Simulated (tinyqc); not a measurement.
MOSFET in the linear regime without short-channel effects, parameter extraction from computed curves: one step of the calculation.

Inversion charge Q = Cox n Vt W0(exp((Vg - VT)/(n Vt))), W0 the Lambert function and n = nf; u = Q/Cox; mobility mu = mu0/(1 + th1 u + th2 u^2); channel resistance Rch = (L - dL)/(W mu Q); Id = Vd/(Rch + Rsd/W). Cox = eps0 eox/tox. Small Vd, no channel-length or drain effects.

Problem. Transfer curve. u, mu, Rch and Id as defined.

Parameters, values chosen for the exercise; channel values of the order met in silicon transistors: temperature T = 400 K; relative permittivity of the gate insulator (close to silicon dioxide) eox = 3.9; insulator thickness tox = 7.9 nm; low-field mobility mu0 = 120 cm^2/(V s); first mobility attenuation factor th1 = 0.56 1/V; second mobility attenuation factor th2 = 0 1/V^2; threshold voltage VT = 0.51 V; body factor nf = 1.26; gate width W = 10 um; drawn gate length L = 0.073 um; drawn less effective length dL = 0.011 um; source plus drain resistance Rsd = 200 ohm um; drain voltage Vd = 0.01 V.

Constants: q = 1.602176634e-19 C, kB = 1.380649e-23 J/K, Vt = kB T/q, eps0 = 8.8541878128e-14 F/cm where lengths are in cm. Results are converted to the units shown.

Vg, point 0 to 10 (V): [0.31, 0.41, 0.51, 0.61, 0.71, 0.81, 0.91, 1.01, 1.11, 1.21, 1.31]

Find: u; mu; Rch; Id.

Solution.

u, point 0 to 10 (V): [4.3012e-4, 0.0039646, 0.024632, 0.075808, 0.14704, 0.22799, 0.31407, 0.40322, 0.49437, 0.58692, 0.68049]
mu, point 0 to 10 (cm^2/(V s)): [119.97, 119.73, 118.37, 115.11, 110.87, 106.41, 102.05, 97.895, 93.981, 90.316, 86.889]
Rch, point 0 to 10 (ohm): [2.7488e5, 29880, 4864.9, 1625.4, 870.09, 584.65, 442.54, 359.34, 305.29, 267.59, 239.89]
Id, point 0 to 10 (uA): [0.036377, 0.33445, 2.0471, 6.0775, 11.235, 16.538, 21.620, 26.362, 30.742, 34.772, 38.477]

tinyqc, about 0.01 s, one thread, Intel Xeon 2.30GHz (shared host): `OMP_NUM_THREADS=1 python tinyqc.py 2210046 2210047 out.jsonl`
